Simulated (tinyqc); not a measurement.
# On-chip interconnect, size-dependent resistivity and RC delay: delay against the reflection coefficient of grain boundaries

A rectangular line between two neighbours and two ground planes. Surface and grain-boundary scattering are added to the bulk resistivity as corrections; capacitances are parallel-plate values without fringing; inductance is ignored.

Metal width x = wd - 2 tl, height y = AR wd - tl; grain boundaries (Mayadas-Shatzkes): al = (lam/(gr x)) Rg/(1 - Rg), g = 1/[1 - 3 al/2 + 3 al^2 - 3 al^3 ln(1 + 1/al)] - 1; surfaces (Fuchs-Sondheimer, thick limit): s = (3/8) lam (1 - ps)(1/x + 1/y); rho = rho0 (1 + g + s); r = rho/(x y); c = eps0 ek (2 wd/hd + 2 Mf AR wd/sp). Elmore delay tE = Rd (c Lw + Cl) + r Lw (c Lw/2 + Cl); t50 is the time at which the far end of a ladder of 30 pi sections (half capacitances at both ends, Cl at the far end, a step applied through Rd) reaches half the step; line share r Lw/(Rd + r Lw); estimate 0.69 Rd (c Lw + Cl) + 0.38 r c Lw^2 + 0.69 r Lw Cl.

Values chosen for this exercise; metal values close to those of copper: bulk resistivity rho0 = 1.72 uohm cm; bulk mean free path lam = 40.7 nm; specular share of surface scattering ps = 0; grain size over the metal width gr = 1; drawn line width wd = 120 nm; aspect ratio, height over width AR = 1.5; liner on both walls and the bottom, not conducting tl = 2 nm; space to the neighbouring lines sp = 240 nm; dielectric height to the planes above and below hd = 140 nm; relative permittivity of the dielectric ek = 4.2; Miller factor of the neighbours Mf = 2; line length Lw = 120 um; driver resistance Rd = 3600 ohm; load capacitance Cl = 1.5 fF.

Constants: eps0 = 8.8541878128e-12 F/m. Results are converted to the units shown.

The same in every row: c (fF/um) = 0.1753.

Delay against the reflection coefficient of grain boundaries:
```
Rg	rho (uohm cm)	r (ohm/um)	tE (ps)	t50 (ps)	estimate (ps)	line share of the resistance (%)
0.05	2.141	1.037	82.63	57.43	57.11	3.341
0.15	2.250	1.090	82.71	57.49	57.16	3.505
0.25	2.386	1.156	82.80	57.56	57.24	3.709
0.35	2.561	1.240	82.92	57.66	57.33	3.970
0.45	2.796	1.354	83.09	57.79	57.45	4.319
0.55	3.132	1.517	83.32	57.98	57.63	4.812
0.65	3.654	1.769	83.69	58.27	57.90	5.570
0.75	4.585	2.221	84.34	58.78	58.39	6.892
```

As Rg goes from 0.05 to 0.75, r rises from 1.04 to 2.22 ohm/um, c stays at 0.175 fF/um and t50 rises from 57.4 to 58.8 ps. t50/tE lies between 0.695 and 0.697, and the estimate is within 0.67 % of t50.

tinyqc, about 0.01 s, one thread, Intel Xeon 2.30GHz (shared host): `OMP_NUM_THREADS=1 python tinyqc.py 2100080 2100081 out.jsonl`
